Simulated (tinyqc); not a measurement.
Gas flow in a process chamber: flow regimes, conductance, effective pumping speed, pump-down, outgassing and purge. Inputs raised by 10 %, one at a time. Computed by tinyqc, a small Python program. Command: `OMP_NUM_THREADS=1 python tinyqc.py 3121484 3121485 out.jsonl pump sens`. One thread of a shared host (Intel(R) Xeon(R) Processor @ 2.30GHz), about 0.01 s of CPU time with the checks.

Ideal gas, isothermal flow, a pump of constant speed at the end of a round pipe; process gas, volume gas and outgassing are given the same properties. 1 sccm = 101325 Pa x 1e-6 m^3/60 s x T/273.15 K.

Inputs (values chosen for the exercise, modelled on oxygen near room temperature):
```
quantity                     value            unit
molar mass M                    32           g/mol
molecular diameter            0.36              nm
viscosity eta                 20.6   micropascal s
temperature T                  350               K
chamber volume V                13               L
wall area                      2.2             m^2
pipe diameter d                 25              cm
pipe length l                   31              cm
pump speed S                   480             L/s
process gas flow                10            sccm
outgassing rate after 1 h  1.3e-06  Pa m^3/(s m^2)
outgassing exponent n          1.1               -
target base pressure         8e-05              Pa
```

Constants: k_B = 1.380649e-23 J/K; u = 1.6605390666e-27 kg.

Method:
- Mean speed c = sqrt(8 k_B T/(pi m)); aperture conductance C_a = c pi d^2/16; molecular pipe C_m = C_a/(1 + 3 l/(4 d)) (Dushman form); viscous pipe C_v = pi d^4 p_mean/(128 eta l); Knudsen interpolation C = C_v + C_m (1 + x)/(1 + 1.24 x), x = d p_mean sqrt(m/(k_B T))/eta.
- Effective speed 1/S_eff = 1/S + 1/C_m; time constant V/S_eff; pressure at which the free path k_B T/(sqrt2 pi d_m^2 p) equals d.
- Steady flow: the pump inlet is at p_2 = Q/S, and the chamber pressure p_1 solves Q = C((p_1 + p_2)/2) (p_1 - p_2). Residence time = p_1 V/Q.
- Knudsen number = free path at the mean pressure over d.
- From the outgassing limit: t = 1 h x (q_1 A/(S_eff p_target))^(1/n) - 10 s; monolayer time at the target = 1e19 m^-2 x 4 k_B T/(p c) for unit sticking.

Runs; columns: (1) input moved; (2) from; (3) to; (4) chamber pressure p_1 (Pa); (5) S_eff in molecular flow (L/s); (6) residence time (s); (7) time to the target (h):
```
(1)                                             (2)       (3)       (4)     (5)       (6)      (7)
base run                                          -         -  0.051509  414.91  0.030945  0.10490
molar mass M (g/mol)                             32      35.2  0.051760  412.18  0.031096  0.10554
chamber volume V (L)                             13      14.3  0.051509  414.91  0.034040  0.10490
wall area (m^2)                                 2.2      2.42  0.051509  414.91  0.030945  0.11464
pipe diameter d (cm)                             25      27.5  0.050026  427.06  0.030054  0.10211
pipe length l (cm)                               31      34.1  0.051883  412.22  0.031170  0.10554
pump speed S (L/s)                              480       528  0.047507  450.30  0.028541  0.09718
outgassing rate after 1 h (Pa m^3/(s m^2))  1.3e-06  1.43e-06  0.051509  414.91  0.030945  0.11464
```

Exponents ln(y'/y) / ln(x'/x):
```
input                      chamber pressure p_1  S_eff in molecular flow  residence time  time to the target
molar mass M                              0.051                   -0.069           0.051               0.065
chamber volume V                          0.000                    0.000           1.000               0.000
wall area                                 0.000                    0.000           0.000               0.932
pipe diameter d                          -0.306                    0.303          -0.306              -0.283
pipe length l                             0.076                   -0.068           0.076               0.064
pump speed S                             -0.849                    0.859          -0.849              -0.802
outgassing rate after 1 h                 0.000                    0.000           0.000               0.932
```

Among the inputs moved here: chamber pressure p_1 answers most in size to pump speed S (exponent -0.849), next to pipe diameter d (-0.306); its exponent is below 0.0005 for chamber volume V, wall area, outgassing rate after 1 h. S_eff in molecular flow answers most in size to pump speed S (exponent +0.859), next to pipe diameter d (+0.303); its exponent is below 0.0005 for chamber volume V, wall area, outgassing rate after 1 h. Residence time answers most in size to chamber volume V (exponent +1.000), next to pump speed S (-0.849); its exponent is below 0.0005 for wall area, outgassing rate after 1 h. Time to the target answers most in size to wall area (exponent +0.932), and about equally to outgassing rate after 1 h (+0.932); its exponent is below 0.0005 for chamber volume V.
